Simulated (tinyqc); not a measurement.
A particle near a wafer in liquid: double-layer and van der Waals forces (DLVO), deposition barrier and removal: one step, computed by the program tinyqc.

Sphere and flat wall, Derjaguin approximation, constant potentials in the linear-superposition form, no retardation and no hydration force.

Question. The curve. U(h) = Z R exp(-kappa h) - A R/(6 h); F(h) = -dU/dh = kappa Z R exp(-kappa h) - A R/(6 h^2), positive for repulsion.

Inputs (values chosen for the exercise, of the order of those for polymer latex on silicon in water): particle radius R = 140 nm; Hamaker constant A = 1.4e-20 J; temperature T = 343 K.

kappa = 0.4564617 1/nm

Z = -3.416534 pN

Constants: k_B = 1.380649e-23 J/K.

Give: the table «Against the gap» with the columns kappa h, U (k_B T), F (pN), for h (nm) = 0.4, 0.6, 1.0, 1.5, 2.5, 4.0, 7.0, 12.0, 20.0, 40.0.

Answer.

Against the gap:
```
h (nm)  kappa h  U (k_B T)       F (pN)
0.4       0.183    -256.60  -2.2236e+03
0.6       0.274    -191.77  -1.0734e+03
1.0       0.456    -132.97  -4.6498e+02
1.5       0.685     -96.92  -2.5528e+02
2.5       1.141     -59.86  -1.2201e+02
4.0       1.826     -33.51  -5.5586e+01
7.0       3.195     -13.99  -1.5609e+01
12.0      5.478      -6.17  -3.1811e+00
20.0      9.129      -3.46  -8.4034e-01
40.0     18.258      -1.72  -2.0417e-01
```

Caution: in rows where h is not small against R, A R/(6 h) overstates the van der Waals term. Caution: in rows with kappa h below 1 linear superposition is only rough.
